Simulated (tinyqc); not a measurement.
Metal-induced gap states at the contact of a metal chain and a two-band chain: one step. Pinning factor. Four cases, with inputs chosen for the exercise.

Task: Gap states per area N = 2 Ds/a^2 (two spins). Charge in them sits a distance xi from the metal, so S = 1/(1 + 4 pi e^2 N xi/eps), e^2 meaning e^2/(4 pi eps0); S is the change of the barrier per change of the metal work function.

Constants: e^2/(4 pi eps0) = 14.39964547 eV angstrom.

Give: N; 4 pi e^2 N xi/eps; S.

Case 1.

Values chosen (out of a larger set: gap and optical dielectric constant near those of HfO2; the chain itself is a model; not measured data): a = 3.6 angstrom (period (two sites); one chain for each area a^2); eps = 4.1 (dielectric constant).

Ds, the density per spin summed over the semiconductor = 0.0247354 1/eV
xi, the decay length of the density = 1.42650 angstrom

Result:

N = 3.817e+13 1/(eV cm^2)
4 pi e^2 N xi/eps = 0.2403
S = 0.8062

Weak pinning, nearer the Schottky limit S = 1.

Case 2.

Values chosen (out of a larger set: gap and optical dielectric constant near those of SiC; the chain itself is a model; not measured data): a = 3.08 angstrom (period (two sites); one chain for each area a^2); eps = 6.8 (dielectric constant).

Ds, the density per spin summed over the semiconductor = 0.1101789 1/eV
xi, the decay length of the density = 2.80422 angstrom

Result:

N = 2.323e+14 1/(eV cm^2)
4 pi e^2 N xi/eps = 1.7334
S = 0.3658

Partial pinning, between the Bardeen (0) and Schottky (1) limits.

Case 3.

Values chosen (out of a larger set: gap and optical dielectric constant near those of SiO2; the chain itself is a model; not measured data): a = 3.1 angstrom (period (two sites); one chain for each area a^2); eps = 2.1 (dielectric constant).

Ds, the density per spin summed over the semiconductor = 0.0076295 1/eV
xi, the decay length of the density = 1.04383 angstrom

Result:

N = 1.588e+13 1/(eV cm^2)
4 pi e^2 N xi/eps = 0.1428
S = 0.8750

Weak pinning, nearer the Schottky limit S = 1.

Case 4.

Values chosen (out of a larger set: gap and optical dielectric constant near those of Ge; the chain itself is a model; not measured data): a = 4 angstrom (period (two sites); one chain for each area a^2); eps = 15.3 (dielectric constant).

Ds, the density per spin summed over the semiconductor = 0.3772754 1/eV
xi, the decay length of the density = 19.38729 angstrom

Result:

N = 4.716e+14 1/(eV cm^2)
4 pi e^2 N xi/eps = 10.8132
S = 0.0847

Strong pinning, near the Bardeen limit S = 0.

Computed by tinyqc, one run a case: `OMP_NUM_THREADS=1 python tinyqc.py N N+1 out.jsonl` with N = 1451673, 1451739, 1451883, 1452015; one thread of a shared Intel(R) Xeon(R) Processor @ 2.30GHz, about 0.01 s a run at most.
